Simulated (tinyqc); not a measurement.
Worked calculation: scattering of inversion-layer electrons by surface optical phonons of the gate insulator (remote phonon scattering). Computed by tinyqc, a small Python program that keeps every step. Command: `OMP_NUM_THREADS=1 python tinyqc.py 3112759 3112760 out.jsonl sophonon walk`. One thread of a shared host (Intel(R) Xeon(R) Processor @ 2.30GHz), about 0.02 s of CPU time with the checks. Intermediate numbers are printed to about 6 digits and carried at full precision; extremes and crossings named in words are read from the listed rows.

One subband with the Fang-Howard envelope; insulator and channel are half-spaces, the gate is far away, and an interlayer only moves the polar surface away by t (its own modes and its permittivity contrast are left out).

Inputs (values chosen for the exercise, modelled on HfO2 on silicon):

| quantity | value | unit |
|---|---|---|
| static constant of the insulator eps_0s | 21.3 | - |
| intermediate constant eps_i | 6.52 | - |
| optical constant eps_inf | 4.94 | - |
| hbar omega_TO1 | 12.4 | meV |
| hbar omega_TO2 | 48.1 | meV |
| constant of the channel eps_s | 11.7 | - |
| in-plane mass m | 0.188 | m_0 |
| valleys g_v | 2 | - |
| sheet density n | 3.4e+12 | 1/cm^2 |
| mean distance of the electrons z0 = 3/b | 1.4 | nm |
| interlayer thickness t | 1.4 | nm |
| temperature T | 250 | K |
| electron energy E | 57 | meV |
| mobility from other processes | 340 | cm^2/(V s) |

Screening by the channel electrons: static.

Constants: k_B = 8.617333262e-05 eV/K; hbar^2/(2 m_0) = 3.80998212 eV angstrom^2; e^2/(4 pi eps_0) = 14.39964548 eV angstrom; hbar = 6.582119569e-16 eV s; e = 1.602176634e-19 C; m_0 = 9.1093837015e-31 kg.

## Surface modes and strengths

eps(w) = eps_inf + (eps_0s - eps_i) w1^2/(w1^2 - w^2) + (eps_i - eps_inf) w2^2/(w2^2 - w^2). Surface modes solve eps(w) + eps_s = 0, a quadratic in w^2; the strength of a mode is g = 2/(w d eps/dw). Occupation N = 1/(exp(hbar w/(k_B T)) - 1).

hbar omega_SO (meV): 1 16.6444, 2 50.4637

strengths g: 1 0.0239965, 2 0.0057966

occupations N: 1 0.858083, 2 0.106310

hbar omega g (2 N + 1) (meV): 1 1.08485, 2 0.35472

The lower mode has the larger hbar omega g N, the prefactor of absorption before the dependence on q: 0.343 and 0.0311 meV.

## The electron gas

Density of states D = g_v m/(pi hbar^2); eta = E_F/(k_B T) = ln(exp(n/(D k_B T)) - 1); screening wave number q_s = e^2 D/(2 eps_0 eps_avg) x 1/(1 + exp(-eta)), eps_avg = (eps_s + eps_inf)/2; b = 3/z0.

D = 1.57067e+14 1/(eV cm^2)

eta = 0.548913

q_s = 1.08269 1/nm

b = 2.14286 1/nm

## Squared matrix elements

For a mode of strength g, without the occupation factor, Area x |M(q)|^2 = e^2 hbar w g/(2 eps_0 q) x (b/(b + q))^6 exp(-2 q t) / (1 + (q_s/q) H(q))^2, H = (1 + 9 x/8 + 3 x^2/8)/(1 + x)^3, x = q/b.

Area x |M|^2 (meV^2 nm^2):

| q (1/nm) | (b/(b + q))^6 | exp(-2 q t) | mode 1 | mode 2 |
|---|---|---|---|---|
| 0.05 | 0.870758 | 0.869358 | 115.753 | 84.776 |
| 0.10 | 0.760588 | 0.755784 | 173.382 | 126.983 |
| 0.20 | 0.585443 | 0.571209 | 193.329 | 141.591 |
| 0.30 | 0.455587 | 0.431711 | 160.876 | 117.823 |
| 0.50 | 0.284130 | 0.246597 | 82.282 | 60.262 |
| 0.80 | 0.149054 | 0.106459 | 22.898 | 16.770 |
| 1.20 | 0.069383 | 0.034735 | 3.623 | 2.653 |

## Rates at the energy E

Approximate momentum relaxation rate, taking tau v alike in the initial and final states: 1/tau = (m/(2 pi hbar^3)) sum over modes and over absorption (N, E' = E + hbar w) and emission (N + 1, E' = E - hbar w > 0) of [(1 - f(E'))/(1 - f(E))] int_0^(2 pi) Area |M(q)|^2 (1 - cos theta) d theta, q^2 = k^2 + k'^2 - 2 k k' cos theta, f the Fermi function; 48 midpoints in theta from 0 to pi.

rates (1/ps): mode 1 absorption 0.060228, mode 1 emission 0.167075, mode 2 absorption 0.003856, mode 2 emission 0.075116

tau at E = 3265.03 fs

## Mobility

mu = (e/m) int tau E f (1 - f) dE/(k_B T int f dE), by 300 midpoints from 0 to (max(eta, 0) + 14) k_B T; Matthiessen sum with the other processes.

remote-phonon mobility = 37113.8 cm^2/(V s)

total mobility = 336.914 cm^2/(V s)

loss of mobility = 0.907785 %

Caution: a relaxation time is only an approximation for inelastic scattering, and static or no screening brackets the true dynamic screening only roughly.

## What an interlayer buys

The formulas are those given above.

Against the interlayer thickness:

| t (nm) | remote-phonon mobility (cm^2/(V s)) | total (cm^2/(V s)) |
|---|---|---|
| 0.0 | 4565 | 316.432 |
| 0.3 | 7338 | 324.945 |
| 0.6 | 11686 | 330.388 |
| 1.0 | 21211 | 334.636 |
| 1.5 | 42414 | 337.296 |
| 2.0 | 79502 | 338.552 |
| 3.0 | 233314 | 339.505 |

1 nm of interlayer raises the remote-phonon mobility by a factor 4.65, as exp(2 q t) with an effective q of 0.77 per nm; between 2 and 3 nm the effective q is 0.54. The total goes from 316 to 335 over the first nanometre.

Checks made by the program: sum of strengths against 1/(eps_s + eps_inf) - 1/(eps_s + eps_0s) (relative difference below 1e-10).
